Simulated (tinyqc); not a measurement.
Metal-induced gap states at the contact of a metal chain and a two-band chain: one step. Pinning factor. Two cases, with inputs chosen for the exercise.

Problem. Gap states per area N = 2 Ds/a^2 (two spins). Charge in them sits a distance xi from the metal, so S = 1/(1 + 4 pi e^2 N xi/eps), e^2 meaning e^2/(4 pi eps0); S is the change of the barrier per change of the metal work function.

Constants: e^2/(4 pi eps0) = 14.39964547 eV angstrom.

Give: N; 4 pi e^2 N xi/eps; S.

Case 1.

Values chosen (out of a larger set: gap and optical dielectric constant near those of Si; the chain itself is a model; not measured data): a = 3.84 angstrom (period (two sites); one chain for each area a^2); eps = 11.7 (dielectric constant).

Ds, the density per spin summed over the semiconductor = 0.0775679 1/eV
xi, the decay length of the density = 9.39603 angstrom

Solution.

N = 1.052e+14 1/(eV cm^2)
4 pi e^2 N xi/eps = 1.5289
S = 0.3954

Partial pinning, between the Bardeen (0) and Schottky (1) limits.

Case 2.

Values chosen (out of a larger set: gap and optical dielectric constant near those of Ge; the chain itself is a model; not measured data): a = 4 angstrom (period (two sites); one chain for each area a^2); eps = 16.1 (dielectric constant).

Ds, the density per spin summed over the semiconductor = 0.5630622 1/eV
xi, the decay length of the density = 15.19491 angstrom

Solution.

N = 7.038e+14 1/(eV cm^2)
4 pi e^2 N xi/eps = 12.0199
S = 0.0768

Strong pinning, near the Bardeen limit S = 0.

Computed by tinyqc, one run a case: `OMP_NUM_THREADS=1 python tinyqc.py N N+1 out.jsonl` with N = 1481987, 1482011; one thread of a shared Intel(R) Xeon(R) Processor @ 2.30GHz, about 0.01 s a run at most.
